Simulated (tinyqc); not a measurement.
# Worked calculation: hexagonal on-chip spiral inductor, lumped pi model

Numbers from tinyqc (`OMP_NUM_THREADS=1 python tinyqc.py 2302224 2302225 out.jsonl`; about 0.01 s on one thread of a shared Intel Xeon 2.30GHz). Printed values are rounded.

Outer diameter do = di + 2 n wd + 2 (n - 1) sp, mean da = (do + di)/2, fill p = (do - di)/(do + di), length l = 3.464 n da. L = 2.33 mu0 n^2 da/(1 + 3.82 p), mu0 = 4 pi 1e-7 H/m. Rs = rho l/(wd delta (1 - exp(-th/delta))), delta = sqrt(rho/(pi f mu0)). Cs = n wd^2 eps0 eo/hu across the coil. At each end Cox = l wd eps0 eo/(2 ho) leads to the substrate branch Rsi = 2 rs he/(l wd) in parallel with Csi = l wd eps0 11.7/(2 he). With one end grounded Y = 1/(Rs + i w L) + i w Cs + 1/[1/(i w Cox) + 1/(1/Rsi + i w Csi)], w = 2 pi f; Q = -Im Y/Re Y. Eddy currents in neighbouring turns and in the substrate are left out.

Values chosen for this exercise; values of the order met in silicon radio-frequency processes:
- n = 1.5 (number of turns)
- wd = 10 um (line width)
- sp = 2 um (space between turns)
- di = 60 um (inner diameter)
- th = 3 um (metal thickness)
- rho = 2.2 uohm cm (metal resistivity)
- ho = 3.1 um (oxide below the coil)
- hu = 0.7 um (oxide between coil and underpass)
- eo = 3.9 (relative permittivity of the oxide)
- rs = 10 ohm cm (substrate resistivity)
- he = 80 um (effective spreading depth in the substrate)
- f = 1.6 GHz (frequency)

Constants: eps0 = 8.8541878128e-12 F/m. Results are converted to the units shown.

## Geometry and model elements

do, l, L, delta, Rs, Cs, Cox, Rsi and Csi as defined.

do = 92 um
l = 394.8960 um
L = 0.2775075 nH
delta = 1.866257 um
Rs = 0.5821771 ohm
Cs = 7.399571 fF
Cox = 21.99401 fF
Rsi = 4051.700 ohm
Csi = 2.556803 fF

Rs is 2.01 times the direct-current value in this empirical form, which overstates the skin effect of a flat slab when delta is near th and so stands in for some current crowding.

## Admittance, quality factor and apparent inductance

Series branch 1/(Rs + i w L), substrate branch, total Y, Q = -Im Y/Re Y, apparent inductance Im(1/Y)/w, metal-only value w L/Rs, share of the loss in the substrate Re(substrate branch)/Re Y.

series branch = 71.6793-343.4894i mS
substrate branch = 0.0990405+0.1220667i mS
Y = 71.7784-343.2929i mS
Q = 4.782680
apparent inductance = 0.2776209 nH
w L/Rs = 4.792029
share of the loss in the substrate = 0.1379810 %

Q is 99.8 % of the metal-only value.
